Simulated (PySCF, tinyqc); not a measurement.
RHF in the 6-31g basis, for H4, spin multiplicity 1, step by step (part 1 of 2). The lowest restricted solution is unstable here: a spin-polarised one lies 0.0734 hartree lower (PySCF). Computed by tinyqc, a small Python program that keeps every step (integrals from PySCF). Settings: charge = 0, multiplicity = 1, basis = 6-31g, energy threshold = 1e-08, iteration cap = 83, orthogonalisation = canonical, start = Wolfsberg-Helmholz matrix, DIIS depth = 0, method = RHF. Command: `OMP_NUM_THREADS=1 python tinyqc.py 21524 21525 out.jsonl` (the two numbers bound the seeds that draw the settings). One thread of a shared host (Intel(R) Xeon(R) Processor @ 2.60GHz), about 0.05 s of CPU time with the checks. Later iterations appear only in the table of the cycle.

## One-electron integrals

Geometry (angstrom):
```
atom         x         y         z
H     0.000000  0.000000  0.000000
H     0.000000  0.000000  1.493000
H     0.000000  1.857000  0.000000
H     0.000000  1.857000  1.493000
```

Basis 6-31g: exponents (1/bohr^2) and contraction coefficients of normalised primitives:
```
element  l (shell)   exponent  coefficient
H            s (1)  18.731137     0.033495
H            s (1)   2.825394     0.234727
H            s (1)   0.640122     0.813757
H            s (2)   0.161278     1.000000
```

Overlap, kinetic and nuclear-attraction integrals over the contracted functions; the nuclear repulsion is the sum of Za Zb / Rab.

nuclear repulsion = 1.72297819 hartree

overlap S, lower triangle:
```
          1H 1s     1H 2s     2H 1s     2H 2s     3H 1s     3H 2s     4H 1s     4H 2s
1H 1s  1.000000
1H 2s  0.658292  1.000000
2H 1s  0.056010  0.231477  1.000000
2H 2s  0.231477  0.526296  0.658292  1.000000
3H 1s  0.013288  0.130854  0.001013  0.046228  1.000000
3H 2s  0.130854  0.370449  0.046228  0.194966  0.658292  1.000000
4H 1s  0.001013  0.046228  0.013288  0.130854  0.056010  0.231477  1.000000
4H 2s  0.046228  0.194966  0.130854  0.370449  0.231477  0.526296  0.658292  1.000000
```

kinetic energy T (hartree), lower triangle:
```
           1H 1s      1H 2s      2H 1s      2H 2s      3H 1s     3H 2s     4H 1s     4H 2s
1H 1s   1.395678
1H 2s   0.259735   0.241917
2H 1s  -0.046494   0.027522   1.395678
2H 2s   0.027522   0.072836   0.259735   0.241917
3H 1s  -0.022314  -0.003977  -0.003278  -0.013916   1.395678
3H 2s  -0.003977   0.030289  -0.013916  -0.004243   0.259735  0.241917
4H 1s  -0.003278  -0.013916  -0.022314  -0.003977  -0.046494  0.027522  1.395678
4H 2s  -0.013916  -0.004243  -0.003977   0.030289   0.027522  0.072836  0.259735  0.241917
```

nuclear attraction V (hartree), lower triangle:
```
           1H 1s      1H 2s      2H 1s      2H 2s      3H 1s      3H 2s      4H 1s      4H 2s
1H 1s  -2.514718
1H 2s  -1.309348  -1.492589
2H 1s  -0.110034  -0.459957  -2.514718
2H 2s  -0.459957  -0.831891  -1.309348  -1.492589
3H 1s  -0.023351  -0.252563  -0.001802  -0.089954  -2.514718
3H 2s  -0.252563  -0.576522  -0.089954  -0.321952  -1.309348  -1.492589
4H 1s  -0.001802  -0.089954  -0.023351  -0.252563  -0.110034  -0.459957  -2.514718
4H 2s  -0.089954  -0.321952  -0.252563  -0.576522  -0.459957  -0.831891  -1.309348  -1.492589
```

core Hamiltonian H = T + V (hartree), lower triangle:
```
           1H 1s      1H 2s      2H 1s      2H 2s      3H 1s      3H 2s      4H 1s      4H 2s
1H 1s  -1.119040
1H 2s  -1.049613  -1.250673
2H 1s  -0.156529  -0.432435  -1.119040
2H 2s  -0.432435  -0.759055  -1.049613  -1.250673
3H 1s  -0.045666  -0.256540  -0.005080  -0.103871  -1.119040
3H 2s  -0.256540  -0.546234  -0.103871  -0.326195  -1.049613  -1.250673
4H 1s  -0.005080  -0.103871  -0.045666  -0.256540  -0.156529  -0.432435  -1.119040
4H 2s  -0.103871  -0.326195  -0.256540  -0.546234  -0.432435  -0.759055  -1.049613  -1.250673
```

## Two-electron integrals

Functions are numbered as in S; the eight-fold symmetry (ij|kl) = (ji|kl) = (kl|ij) leaves the list below.

Two-electron integrals (ij|kl) in chemists' order, unique and non-zero (hartree):
```
(11|11) 1.076566   (21|11) 0.578470   (21|21) 0.329423   (22|11) 0.587396
(22|21) 0.361304   (22|22) 0.453150   (31|11) 0.036673   (31|21) 0.022406
(31|22) 0.027392   (31|31) 0.002820   (32|11) 0.099337   (32|21) 0.064151
(32|22) 0.089096   (32|31) 0.009238   (32|32) 0.040010   (33|11) 0.354204
(33|21) 0.232542   (33|22) 0.340864   (33|31) 0.036673   (33|32) 0.191638
(33|33) 1.076566   (41|11) 0.191638   (41|21) 0.110628   (41|22) 0.123994
(41|31) 0.009238   (41|32) 0.027107   (41|33) 0.099337   (41|41) 0.040010
(42|11) 0.261398   (42|21) 0.164005   (42|22) 0.215257   (42|31) 0.016872
(42|32) 0.062663   (42|33) 0.261398   (42|41) 0.062663   (42|42) 0.125517
(43|11) 0.232542   (43|21) 0.152153   (43|22) 0.220976   (43|31) 0.022406
(43|32) 0.110628   (43|33) 0.578470   (43|41) 0.064151   (43|42) 0.164005
(43|43) 0.329423   (44|11) 0.340864   (44|21) 0.220976   (44|22) 0.315778
(44|31) 0.027392   (44|32) 0.123994   (44|33) 0.587396   (44|41) 0.089096
(44|42) 0.215257   (44|43) 0.361304   (44|44) 0.453150   (51|11) 0.007364
(51|21) 0.004638   (51|22) 0.006005   (51|31) 0.000328   (51|32) 0.001062
(51|33) 0.003997   (51|41) 0.001578   (51|42) 0.002778   (51|43) 0.002630
(51|44) 0.003930   (51|51) 0.000158   (52|11) 0.045883   (52|21) 0.030009
(52|22) 0.043571   (52|31) 0.002303   (52|32) 0.008281   (52|33) 0.032652
(52|41) 0.010377   (52|42) 0.021021   (52|43) 0.021489   (52|44) 0.032441
(52|51) 0.001158   (52|52) 0.012684   (53|11) 0.000446   (53|21) 0.000289
(53|22) 0.000402   (53|31) 0.000031   (53|32) 0.000114   (53|33) 0.000448
(53|41) 0.000113   (53|42) 0.000241   (53|43) 0.000290   (53|44) 0.000402
(53|51) 0.000008   (53|52) 0.000069   (53|53) 9.23e-07   (54|11) 0.015950
(54|21) 0.010439   (54|22) 0.015203   (54|31) 0.000868   (54|32) 0.003202
(54|33) 0.012705   (54|41) 0.003730   (54|42) 0.007839   (54|43) 0.008356
(54|44) 0.012531   (54|51) 0.000393   (54|52) 0.004287   (54|53) 0.000028
(54|54) 0.001565   (55|11) 0.284954   (55|21) 0.187532   (55|22) 0.282093
(55|31) 0.014790   (55|32) 0.055215   (55|33) 0.222087   (55|41) 0.065173
(55|42) 0.138377   (55|43) 0.146197   (55|44) 0.221868   (55|51) 0.007364
(55|52) 0.104937   (55|53) 0.000448   (55|54) 0.035029   (55|55) 1.076566
(61|11) 0.104937   (61|21) 0.061009   (61|22) 0.069168   (61|31) 0.004193
(61|32) 0.012317   (61|33) 0.044985   (61|41) 0.020551   (61|42) 0.031553
(61|43) 0.029462   (61|44) 0.042984   (61|51) 0.001158   (61|52) 0.007474
(61|53) 0.000069   (61|54) 0.002582   (61|55) 0.045883   (61|61) 0.012684
(62|11) 0.169554   (62|21) 0.107301   (62|22) 0.143779   (62|31) 0.008240
(62|32) 0.028250   (62|33) 0.109848   (62|41) 0.037000   (62|42) 0.069190
(62|43) 0.071728   (62|44) 0.104902   (62|51) 0.002815   (62|52) 0.024143
(62|53) 0.000183   (62|54) 0.008351   (62|55) 0.169554   (62|61) 0.024143
(62|62) 0.062187   (63|11) 0.019138   (63|21) 0.012397   (63|22) 0.017372
(63|31) 0.001722   (63|32) 0.007459   (63|33) 0.035029   (63|41) 0.005189
(63|42) 0.012094   (63|43) 0.020617   (63|44) 0.023851   (63|51) 0.000240
(63|52) 0.001912   (63|53) 0.000028   (63|54) 0.000761   (63|55) 0.012705
(63|61) 0.002544   (63|62) 0.006197   (63|63) 0.001565   (64|11) 0.078112
(64|21) 0.050045   (64|22) 0.069190   (64|31) 0.004922   (64|32) 0.018851
(64|33) 0.078112   (64|41) 0.018851   (64|42) 0.039825   (64|43) 0.050045
(64|44) 0.069190   (64|51) 0.001263   (64|52) 0.011101   (64|53) 0.000113
(64|54) 0.004251   (64|55) 0.078112   (64|61) 0.011101   (64|62) 0.029540
(64|63) 0.004251   (64|64) 0.017225   (65|11) 0.187532   (65|21) 0.123323
(65|22) 0.184552   (65|31) 0.009735   (65|32) 0.036343   (65|33) 0.146197
(65|41) 0.042863   (65|42) 0.090725   (65|43) 0.096237   (65|44) 0.145895
(65|51) 0.004638   (65|52) 0.061009   (65|53) 0.000290   (65|54) 0.020617
(65|55) 0.578470   (65|61) 0.030009   (65|62) 0.107301   (65|63) 0.008356
(65|64) 0.050045   (65|65) 0.329423   (66|11) 0.282093   (66|21) 0.184552
(66|22) 0.271781   (66|31) 0.014695   (66|32) 0.054977   (66|33) 0.221868
(66|41) 0.064207   (66|42) 0.134740   (66|43) 0.145895   (66|44) 0.219744
(66|51) 0.006005   (66|52) 0.069168   (66|53) 0.000402   (66|54) 0.023851
(66|55) 0.587396   (66|61) 0.043571   (66|62) 0.143779   (66|63) 0.012531
(66|64) 0.069190   (66|65) 0.361304   (66|66) 0.453150   (71|11) 0.000448
(71|21) 0.000290   (71|22) 0.000402   (71|31) 0.000031   (71|32) 0.000113
(71|33) 0.000446   (71|41) 0.000114   (71|42) 0.000241   (71|43) 0.000289
(71|44) 0.000402   (71|51) 0.000008   (71|52) 0.000069   (71|53) 9.23e-07
(71|54) 0.000028   (71|55) 0.000446   (71|61) 0.000069   (71|62) 0.000183
(71|63) 0.000028   (71|64) 0.000113   (71|65) 0.000289   (71|66) 0.000402
(71|71) 9.23e-07   (72|11) 0.012705   (72|21) 0.008356   (72|22) 0.012531
(72|31) 0.000868   (72|32) 0.003730   (72|33) 0.015950   (72|41) 0.003202
(72|42) 0.007839   (72|43) 0.010439   (72|44) 0.015203   (72|51) 0.000240
(72|52) 0.002544   (72|53) 0.000028   (72|54) 0.001082   (72|55) 0.019138
(72|61) 0.001912   (72|62) 0.006197   (72|63) 0.000935   (72|64) 0.004251
(72|65) 0.012397   (72|66) 0.017372   (72|71) 0.000028   (72|72) 0.001565
(73|11) 0.003997   (73|21) 0.002630   (73|22) 0.003930   (73|31) 0.000328
(73|32) 0.001578   (73|33) 0.007364   (73|41) 0.001062   (73|42) 0.002778
(73|43) 0.004638   (73|44) 0.006005   (73|51) 0.000062   (73|52) 0.000572
(73|53) 0.000008   (73|54) 0.000240   (73|55) 0.003997   (73|61) 0.000572
(73|62) 0.001667   (73|63) 0.000393   (73|64) 0.001263   (73|65) 0.002630
(73|66) 0.003930   (73|71) 0.000008   (73|72) 0.000393   (73|73) 0.000158
(74|11) 0.032652   (74|21) 0.021489   (74|22) 0.032441   (74|31) 0.002303
(74|32) 0.010377   (74|33) 0.045883   (74|41) 0.008281   (74|42) 0.021021
(74|43) 0.030009   (74|44) 0.043571   (74|51) 0.000572   (74|52) 0.005993
(74|53) 0.000069   (74|54) 0.002544   (74|55) 0.044985   (74|61) 0.004792
(74|62) 0.015387   (74|63) 0.002582   (74|64) 0.011101   (74|65) 0.029462
(74|66) 0.042984   (74|71) 0.000069   (74|72) 0.004287   (74|73) 0.001158
(74|74) 0.012684   (75|11) 0.014790   (75|21) 0.009735   (75|22) 0.014695
(75|31) 0.000890   (75|32) 0.003574   (75|33) 0.014790   (75|41) 0.003574
(75|42) 0.008286   (75|43) 0.009735   (75|44) 0.014695   (75|51) 0.000328
(75|52) 0.004193   (75|53) 0.000031   (75|54) 0.001722   (75|55) 0.036673
(75|61) 0.002303   (75|62) 0.008240   (75|63) 0.000868   (75|64) 0.004922
(75|65) 0.022406   (75|66) 0.027392   (75|71) 0.000031   (75|72) 0.001722
(75|73) 0.000328   (75|74) 0.004193   (75|75) 0.002820   (76|11) 0.055215
(76|21) 0.036343   (76|22) 0.054977   (76|31) 0.003574   (76|32) 0.015229
(76|33) 0.065173   (76|41) 0.013630   (76|42) 0.033200   (76|43) 0.042863
(76|44) 0.064207   (76|51) 0.001062   (76|52) 0.012317   (76|53) 0.000113
(76|54) 0.005189   (76|55) 0.099337   (76|61) 0.008281   (76|62) 0.028250
(76|63) 0.003730   (76|64) 0.018851   (76|65) 0.064151   (76|66) 0.089096
(76|71) 0.000114   (76|72) 0.007459   (76|73) 0.001578   (76|74) 0.020551
(76|75) 0.009238   (76|76) 0.040010   (77|11) 0.222087   (77|21) 0.146197
(77|22) 0.221868   (77|31) 0.014790   (77|32) 0.065173   (77|33) 0.284954
(77|41) 0.055215   (77|42) 0.138377   (77|43) 0.187532   (77|44) 0.282093
(77|51) 0.003997   (77|52) 0.044985   (77|53) 0.000446   (77|54) 0.019138
(77|55) 0.354204   (77|61) 0.032652   (77|62) 0.109848   (77|63) 0.015950
(77|64) 0.078112   (77|65) 0.232542   (77|66) 0.340864   (77|71) 0.000448
(77|72) 0.035029   (77|73) 0.007364   (77|74) 0.104937   (77|75) 0.036673
(77|76) 0.191638   (77|77) 1.076566   (81|11) 0.035029   (81|21) 0.020617
(81|22) 0.023851   (81|31) 0.001722   (81|32) 0.005189   (81|33) 0.019138
(81|41) 0.007459   (81|42) 0.012094   (81|43) 0.012397   (81|44) 0.017372
(81|51) 0.000393   (81|52) 0.002582   (81|53) 0.000028   (81|54) 0.000935
(81|55) 0.015950   (81|61) 0.004287   (81|62) 0.008351   (81|63) 0.001082
(81|64) 0.004251   (81|65) 0.010439   (81|66) 0.015203   (81|71) 0.000028
(81|72) 0.000761   (81|73) 0.000240   (81|74) 0.001912   (81|75) 0.000868
(81|76) 0.003202   (81|77) 0.012705   (81|81) 0.001565   (82|11) 0.078112
(82|21) 0.050045   (82|22) 0.069190   (82|31) 0.004922   (82|32) 0.018851
(82|33) 0.078112   (82|41) 0.018851   (82|42) 0.039825   (82|43) 0.050045
(82|44) 0.069190   (82|51) 0.001263   (82|52) 0.011101   (82|53) 0.000113
(82|54) 0.004251   (82|55) 0.078112   (82|61) 0.011101   (82|62) 0.029540
(82|63) 0.004251   (82|64) 0.017225   (82|65) 0.050045   (82|66) 0.069190
(82|71) 0.000113   (82|72) 0.004251   (82|73) 0.001263   (82|74) 0.011101
(82|75) 0.004922   (82|76) 0.018851   (82|77) 0.078112   (82|81) 0.004251
(82|82) 0.017225   (83|11) 0.044985   (83|21) 0.029462   (83|22) 0.042984
(83|31) 0.004193   (83|32) 0.020551   (83|33) 0.104937   (83|41) 0.012317
(83|42) 0.031553   (83|43) 0.061009   (83|44) 0.069168   (83|51) 0.000572
(83|52) 0.004792   (83|53) 0.000069   (83|54) 0.001912   (83|55) 0.032652
(83|61) 0.005993   (83|62) 0.015387   (83|63) 0.004287   (83|64) 0.011101
(83|65) 0.021489   (83|66) 0.032441   (83|71) 0.000069   (83|72) 0.002582
(83|73) 0.001158   (83|74) 0.007474   (83|75) 0.002303   (83|76) 0.010377
(83|77) 0.045883   (83|81) 0.002544   (83|82) 0.011101   (83|83) 0.012684
(84|11) 0.109848   (84|21) 0.071728   (84|22) 0.104902   (84|31) 0.008240
(84|32) 0.037000   (84|33) 0.169554   (84|41) 0.028250   (84|42) 0.069190
(84|43) 0.107301   (84|44) 0.143779   (84|51) 0.001667   (84|52) 0.015387
(84|53) 0.000183   (84|54) 0.006197   (84|55) 0.109848   (84|61) 0.015387
(84|62) 0.043335   (84|63) 0.008351   (84|64) 0.029540   (84|65) 0.071728
(84|66) 0.104902   (84|71) 0.000183   (84|72) 0.008351   (84|73) 0.002815
(84|74) 0.024143   (84|75) 0.008240   (84|76) 0.037000   (84|77) 0.169554
(84|81) 0.006197   (84|82) 0.029540   (84|83) 0.024143   (84|84) 0.062187
(85|11) 0.065173   (85|21) 0.042863   (85|22) 0.064207   (85|31) 0.003574
(85|32) 0.013630   (85|33) 0.055215   (85|41) 0.015229   (85|42) 0.033200
(85|43) 0.036343   (85|44) 0.054977   (85|51) 0.001578   (85|52) 0.020551
(85|53) 0.000114   (85|54) 0.007459   (85|55) 0.191638   (85|61) 0.010377
(85|62) 0.037000   (85|63) 0.003202   (85|64) 0.018851   (85|65) 0.110628
(85|66) 0.123994   (85|71) 0.000113   (85|72) 0.005189   (85|73) 0.001062
(85|74) 0.012317   (85|75) 0.009238   (85|76) 0.027107   (85|77) 0.099337
(85|81) 0.003730   (85|82) 0.018851   (85|83) 0.008281   (85|84) 0.028250
(85|85) 0.040010   (86|11) 0.138377   (86|21) 0.090725   (86|22) 0.134740
(86|31) 0.008286   (86|32) 0.033200   (86|33) 0.138377   (86|41) 0.033200
(86|42) 0.075280   (86|43) 0.090725   (86|44) 0.134740   (86|51) 0.002778
(86|52) 0.031553   (86|53) 0.000241   (86|54) 0.012094   (86|55) 0.261398
(86|61) 0.021021   (86|62) 0.069190   (86|63) 0.007839   (86|64) 0.039825
(86|65) 0.164005   (86|66) 0.215257   (86|71) 0.000241   (86|72) 0.012094
(86|73) 0.002778   (86|74) 0.031553   (86|75) 0.016872   (86|76) 0.062663
(86|77) 0.261398   (86|81) 0.007839   (86|82) 0.039825   (86|83) 0.021021
(86|84) 0.069190   (86|85) 0.062663   (86|86) 0.125517   (87|11) 0.146197
(87|21) 0.096237   (87|22) 0.145895   (87|31) 0.009735   (87|32) 0.042863
(87|33) 0.187532   (87|41) 0.036343   (87|42) 0.090725   (87|43) 0.123323
(87|44) 0.184552   (87|51) 0.002630   (87|52) 0.029462   (87|53) 0.000289
(87|54) 0.012397   (87|55) 0.232542   (87|61) 0.021489   (87|62) 0.071728
(87|63) 0.010439   (87|64) 0.050045   (87|65) 0.152153   (87|66) 0.220976
(87|71) 0.000290   (87|72) 0.020617   (87|73) 0.004638   (87|74) 0.061009
(87|75) 0.022406   (87|76) 0.110628   (87|77) 0.578470   (87|81) 0.008356
(87|82) 0.050045   (87|83) 0.030009   (87|84) 0.107301   (87|85) 0.064151
(87|86) 0.164005   (87|87) 0.329423   (88|11) 0.221868   (88|21) 0.145895
(88|22) 0.219744   (88|31) 0.014695   (88|32) 0.064207   (88|33) 0.282093
(88|41) 0.054977   (88|42) 0.134740   (88|43) 0.184552   (88|44) 0.271781
(88|51) 0.003930   (88|52) 0.042984   (88|53) 0.000402   (88|54) 0.017372
(88|55) 0.340864   (88|61) 0.032441   (88|62) 0.104902   (88|63) 0.015203
(88|64) 0.069190   (88|65) 0.220976   (88|66) 0.315778   (88|71) 0.000402
(88|72) 0.023851   (88|73) 0.006005   (88|74) 0.069168   (88|75) 0.027392
(88|76) 0.123994   (88|77) 0.587396   (88|81) 0.012531   (88|82) 0.069190
(88|83) 0.043571   (88|84) 0.143779   (88|85) 0.089096   (88|86) 0.215257
(88|87) 0.361304   (88|88) 0.453150
```

## Orthogonalisation

S = U s U^T; canonical form X = U s^(-1/2), so that X^T S X = 1. Each column of U has its largest component positive (the first on a tie).

eigenvalues of S: 0.148683  0.268735  0.287462  0.398224  1.081253  1.336718  1.715127  2.763798

X:
```
               1          2          3          4          5          6          7         8
1H 1s  -0.519247  -0.575673  -0.640485   0.670392   0.440611   0.346988   0.277502  0.160310
1H 2s   1.188197   0.773876   0.677834  -0.422329   0.192549   0.258118   0.262211  0.254472
2H 1s   0.519247   0.575673  -0.640485   0.670392  -0.440611  -0.346988   0.277502  0.160310
2H 2s  -1.188197  -0.773876   0.677834  -0.422329  -0.192549  -0.258118   0.262211  0.254472
3H 1s   0.519247  -0.575673   0.640485   0.670392  -0.440611   0.346988  -0.277502  0.160310
3H 2s  -1.188197   0.773876  -0.677834  -0.422329  -0.192549   0.258118  -0.262211  0.254472
4H 1s  -0.519247   0.575673   0.640485   0.670392   0.440611  -0.346988  -0.277502  0.160310
4H 2s   1.188197  -0.773876  -0.677834  -0.422329   0.192549  -0.258118  -0.262211  0.254472
```

## Starting guess

The start is the generalised Wolfsberg-Helmholz matrix (K = 1.75) built on H; D = 2 C_occ C_occ^T.

D at the start, lower triangle:
```
           1H 1s      1H 2s      2H 1s      2H 2s     3H 1s     3H 2s     4H 1s     4H 2s
1H 1s   0.158301
1H 2s   0.213067   0.319701
2H 1s   0.158301   0.213067   0.158301
2H 2s   0.213067   0.319701   0.213067   0.319701
3H 1s  -0.099768  -0.078235  -0.099768  -0.078235  0.158301
3H 2s  -0.078235  -0.009114  -0.078235  -0.009114  0.213067  0.319701
4H 1s  -0.099768  -0.078235  -0.099768  -0.078235  0.158301  0.213067  0.158301
4H 2s  -0.078235  -0.009114  -0.078235  -0.009114  0.213067  0.319701  0.213067  0.319701
```

## Iteration 1: building the Fock matrix

J_ij = sum D_kl (ij|kl), K_ij = sum D_kl (ik|jl); F = H + J - 0.5 K; E = tr D H + tr D J / 2 - 0.25 tr D K + E_nn.

Coulomb J (hartree), lower triangle:
```
          1H 1s     1H 2s     2H 1s     2H 2s     3H 1s     3H 2s     4H 1s     4H 2s
1H 1s  1.640569
1H 2s  1.016102  1.347913
2H 1s  0.095310  0.372255  1.640569
2H 2s  0.372255  0.757643  1.016102  1.347913
3H 1s  0.021239  0.206337  0.001737  0.076134  1.640569
3H 2s  0.206337  0.528464  0.076134  0.297560  1.016102  1.347913
4H 1s  0.001737  0.076134  0.021239  0.206337  0.095310  0.372255  1.640569
4H 2s  0.076134  0.297560  0.206337  0.528464  0.372255  0.757643  1.016102  1.347913
```

exchange K (hartree), lower triangle:
```
           1H 1s     1H 2s      2H 1s     2H 2s     3H 1s     3H 2s     4H 1s     4H 2s
1H 1s   0.693514
1H 2s   0.619665  0.695555
2H 1s   0.312015  0.441207   0.693514
2H 2s   0.441207  0.589096   0.619665  0.695555
3H 1s  -0.007546  0.124405  -0.010324  0.088498  0.693514
3H 2s   0.124405  0.284782   0.088498  0.242596  0.619665  0.695555
4H 1s  -0.010324  0.088498  -0.007546  0.124405  0.312015  0.441207  0.693514
4H 2s   0.088498  0.242596   0.124405  0.284782  0.441207  0.589096  0.619665  0.695555
```

Fock matrix F (hartree), lower triangle:
```
           1H 1s      1H 2s      2H 1s      2H 2s      3H 1s      3H 2s      4H 1s      4H 2s
1H 1s   0.174772
1H 2s  -0.343344  -0.250537
2H 1s  -0.217226  -0.280784   0.174772
2H 2s  -0.280784  -0.295959  -0.343344  -0.250537
3H 1s  -0.020654  -0.112405   0.001818  -0.071986   0.174772
3H 2s  -0.112405  -0.160161  -0.071986  -0.149933  -0.343344  -0.250537
4H 1s   0.001818  -0.071986  -0.020654  -0.112405  -0.217226  -0.280784   0.174772
4H 2s  -0.071986  -0.149933  -0.112405  -0.160161  -0.280784  -0.295959  -0.343344  -0.250537
```

total energy of this density = -1.91786656 hartree
